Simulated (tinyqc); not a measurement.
Comparisons within one model: valley splitting of a silicon quantum well in envelope theory. A value that a table varies takes the place of the one given here.

The well lies at 0 < z < L; U(z) = V0 [1/(1 + exp(z/w)) + 1/(1 + exp((L - z)/w))] - e F z, 1 mV/nm = 1e-4 eV/angstrom. The envelope psi solves -(c/ml) psi'' + U psi = E psi, c = hbar^2/2m0, by three-point differences on a grid of 0.1 angstrom from -40 to L + 40 angstrom. The two valleys at +/- k0 couple through D = C0 times the integral of exp(-i q z) U(z) psi^2, q = 2 k0 (2 pi/a), and split by Ev = 2|D|.

Random alloy: with Y(z) = Yw + (Yb - Yw) B(z), B the bracket in U, and in-plane density exp(-r^2/ad^2)/(pi ad^2), D gains a random complex part of variance sigma^2 = (C0^2/pi)(a^2 V0/(8 ad (Yb - Yw)))^2 (4/a) times the integral of psi^4 Y (1 - Y). Alone it gives a mean splitting sqrt(pi) sigma; together with the smooth part the rms splitting is 2 sqrt(|D|^2 + sigma^2).

Constants: hbar^2/2m0 = 3.80998211 eV angstrom^2.

Values chosen for the exercise (near those of a strained Si well in SiGe; not measured data):
- L = 48 angstrom (well width)
- V0 = 0.19 eV (conduction offset)
- ml = 0.928 m0 (mass along z)
- F = 14.3 mV/nm (field pressing towards the upper interface)
- k0 = 0.828 2 pi/a (valley position)
- a = 5.431 angstrom (lattice constant)
- C0 = 0.26 (Bloch overlap factor)
- Yb = 0.3 (Ge share of the barrier)
- Yw = 0 (Ge share of the well)
- ad = 150 angstrom (dot radius)
- ws = (0.4, 0.6, 1, 1.5, 2.2, 2.9, 3.9) angstrom (interface widths)
- Ls = (48, 49.4, 50.7, 52.1, 53.4, 54.8, 56.1, 57.5) angstrom (widths in steps of one atomic layer, a/4, rounded to the grid)
- F2 = 0 mV/nm (second field, zero or weak)
- w1 = 0.6 angstrom (interface width for this table)
- w = 1.1 angstrom (interface width parameter)

## Sharpness of the interface

The smooth part 2|D| and the disorder part against w, beside y/sinh(y) with y = pi q w. The 12 to 88 % width of the step is 4w.

Results:
```
w (angstrom)  4w (angstrom)  2|D| (micro-eV)  y/sinh(y)  sqrt(pi) sigma (micro-eV)
0.4                     1.6           184.57       0.44                       16.1
0.6                     2.4            83.20       0.20                       17.5
1.0                     4.0            12.62      0.029                       20.9
1.5                     6.0             0.98     0.0022                       26.0
2.2                     8.8             0.03    4.7e-05                       34.1
2.9                    11.6             0.00    9.2e-07                       42.9
3.9                    15.6             0.00    3.0e-09                       56.9
```

The smooth part needs a Fourier component of U psi^2 at a wavelength of 3.28 angstrom; from the first row to the third it falls by a factor 14.6, while y/sinh(y) falls by 14.9 (the envelope near the step and the phase between the two interfaces change too). The disorder part goes from 16.1 to 56.9 micro-eV, growing as the electron overlaps more alloy. It takes over between w = 0.6 and 1 angstrom, that is a step 2.4 to 4.0 angstrom wide, with 1.36 angstrom to an atomic layer.

## Adding atomic layers

The smooth splitting Ev = 2|D| with w = w1, at the field F2 and at F.

Results:
```
L (angstrom)  q L mod 2 pi  Ev at F2 (micro-eV)  Ev at F (micro-eV)
48.0                  4.00                 43.6                83.2
49.4                  0.39                 22.8                79.0
50.7                  2.89                 25.3                79.0
52.1                  5.57                 33.7                80.0
53.4                  1.78                 4.41                77.5
54.8                  4.46                 32.7                79.4
56.1                  0.66                 13.0                77.7
57.5                  3.35                 22.9                78.2
```

At F2 the splitting swings between 4.41 and 43.6 micro-eV, a ratio of 9.89, as the two interfaces add with the phase q L, which advances on average by 2.60 rad a layer. At F the ratio is 1.07, where in the first row psi^2 at the upper interface is 24.9 times that at the lower one: one interface dominates and the interference fades.

## What each parameter does

Orbital spacing, psi^2 at z = L, the smooth splitting and sigma; V0 is held fixed when Yw changes. Each row changes one parameter from the base and keeps the others.

Results:
```
case               E2 - E1 (meV)  psi^2(L) (1e-3/angstrom)  2|D| (micro-eV)  sigma (micro-eV)
base                       43.77                     6.988             7.64              12.3
ad = 190 angstrom          43.77                     6.988             7.64               9.7
Yw = 0.03                  43.77                     6.988             7.64              65.7
L = 54 angstrom            39.59                     6.769             7.40              11.9
V0 = 0.237 eV              45.23                     5.434             7.59              12.5
w = 0.77 angstrom          43.39                     7.348            38.55              10.6
F = 21.45 mV/nm            49.82                    10.301            11.38              17.8
k0 = 0.808 2 pi/a          43.77                     6.988             8.89              12.3
C0 = 0.312                 43.77                     6.988             9.16              14.8
```

The largest shifts from the base row, up to three for each result and ties (the steps differ in size, so this ranks the rows, not the parameters). E2 - E1 (meV): F +6.04, L -4.18, V0 +1.45; unchanged at the printed digits by ad, Yw, k0 and C0. psi^2(L) (1e-3/angstrom): F +3.312, V0 -1.554, w +0.359; unchanged at the printed digits by ad, Yw, k0 and C0. 2|D| (micro-eV): w +30.91, F +3.75, C0 +1.53; unchanged at the printed digits by ad and Yw. sigma (micro-eV): Yw +53.4, F +5.5, ad -2.6; unchanged at the printed digits by k0.

(tinyqc, `OMP_NUM_THREADS=1 python tinyqc.py 1282156 1282157 out.jsonl`, Intel(R) Xeon(R) Processor @ 2.30GHz, 1 thread, shared host, about 0.2 s.)
